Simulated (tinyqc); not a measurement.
Worked calculation: Pariser-Parr-Pople SCF with singles CI, for the molecule c1cnc2[nH]nnc2n1 (SMILES; centres numbered as the heavy atoms are written). One step of it, computed by the program tinyqc.

Problem. Iteration 2: orbitals and new P. Diagonalise F (the basis is taken as orthonormal) and form P = 2 sum c c over the lowest orbitals; 0.5 of the old P is kept.

F (eV), lower triangle:
```
           1C         2C         3N         4C          5N         6N         7N         8C
1C  -4.174396
2C  -3.870810  -4.323082
3N  -0.029759  -4.368480  -9.267834
4C   0.437315   0.212778  -3.899711  -5.267796
5N  -0.104499   0.244967   0.184538  -3.965851  -10.310185
6N  -0.173387  -0.201676   0.170569   0.425947   -4.107540  -9.637932
7N   0.249303  -0.047863  -0.096911   0.213087    0.740586  -4.216632  -8.560321
8C   0.173025   0.428650  -0.110051  -3.716366    0.340524   0.331554  -3.970095  -3.972752
9N  -4.390217  -0.054239   0.554829  -0.132470   -0.108197   0.216774   0.103593  -3.893048

           9N
9N  -8.597187
```

pi electrons, sum of z_r less the charge = 10

P after iteration 1, lower triangle:
```
           1C         2C         3N         4C         5N         6N         7N        8C
1C   0.916350
2C   0.558163   0.911556
3N   0.015437   0.714622   1.192730
4C  -0.249880  -0.110495   0.537997   1.016216
5N   0.075067  -0.162417  -0.090921   0.550198   1.370348
6N   0.143093   0.166438  -0.117294  -0.211472   0.596474   1.196215
7N  -0.176301   0.036496   0.065894  -0.105822  -0.334848   0.656283   1.256643
8C  -0.089851  -0.244929   0.057080   0.499948  -0.154070  -0.164608   0.564688  0.971535
9N   0.722804   0.028136  -0.316376   0.068708   0.068817  -0.149067  -0.055589  0.535490

          9N
9N  1.168408
```

Give: orbital energies; P after iteration 2.

Solution.

orbital energies (eV): -16.0816  -13.7609  -12.9096  -11.0428  -9.4297  -3.1818  -0.8891  0.5844  2.5996

P after iteration 2, lower triangle:
```
         1C       2C       3N       4C       5N       6N       7N      8C
1C   0.8432
2C   0.5433   0.8370
3N   0.0479   0.7080   1.2781
4C  -0.2612  -0.1299   0.5253   0.9684
5N   0.0428  -0.1522  -0.0893   0.5459   1.4173
6N   0.1595   0.1898  -0.1049  -0.2398   0.5713   1.2402
7N  -0.1773  -0.0103   0.0724  -0.0575  -0.3626   0.6475   1.2723
8C  -0.0995  -0.2553   0.0520   0.5070  -0.1198  -0.1777   0.5629  0.9004
9N   0.7193   0.0663  -0.3015   0.0688   0.0708  -0.1447  -0.0385  0.5243

        9N
9N  1.2431
```
